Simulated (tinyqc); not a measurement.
Mobility of a non-polar semiconductor in the relaxation-time approximation: one step, computed by the program tinyqc.

Each valley is treated as a sphere of mass m_d for states and rates, with one isotropic relaxation time; the conductivity mass m_c sets the current.

Problem. Fermi level and screening. Kane band: hbar^2 k^2/(2 m) = E (1 + alpha E), speed v = hbar k/(m (1 + 2 alpha E)), states per spin, volume and energy g(E) = m k (1 + 2 alpha E)/(2 pi^2 hbar^2); overlap factors are set to 1. Here m = m_d. Masses are multiplied by m_0 and all formulas are in SI units. The reduced Fermi level eta = E_F/(k_B T) solves n = 2 Z int g f dE with f = 1/(1 + exp(x - eta)) (Z = 1 unless valleys are given); screening length L_s = sqrt(eps_s eps_0 k_B T/(e^2 dn/deta)), dn/deta = 2 Z int g f (1 - f) dE. Integrals over x = E/(k_B T) use 160 Gauss-Legendre points in u = sqrt(x) from 0 to sqrt(max(eta, 0) + 32).

Inputs (values chosen for the exercise, modelled on electrons in silicon):

| quantity | value | unit |
|---|---|---|
| equivalent valleys Z | 6 | - |
| non-parabolicity alpha | 0.46 | 1/eV |
| static permittivity eps_s | 11.7 | - |
| carrier density n | 6.2e+14 | 1/cm^3 |
| temperature T | 77 | K |

Band: Kane. Impurity formula: Conwell-Weisskopf. Further scattering: neutral impurities.

density-of-states mass m_d = 0.3172376 m_0

Constants: k_B = 8.617333262e-05 eV/K; m_0 = 9.1093837015e-31 kg; e = 1.602176634e-19 C; hbar = 1.054571817e-34 J s; eps_0 = 8.8541878128e-12 F/m; k_B = 1.380649e-23 J/K.

Give: reduced Fermi level eta; screening length L_s.

Solution.

reduced Fermi level eta = -8.649

screening length L_s = 83.19 nm

The gas is non-degenerate (eta < -2), and L_s is close to the Debye length.
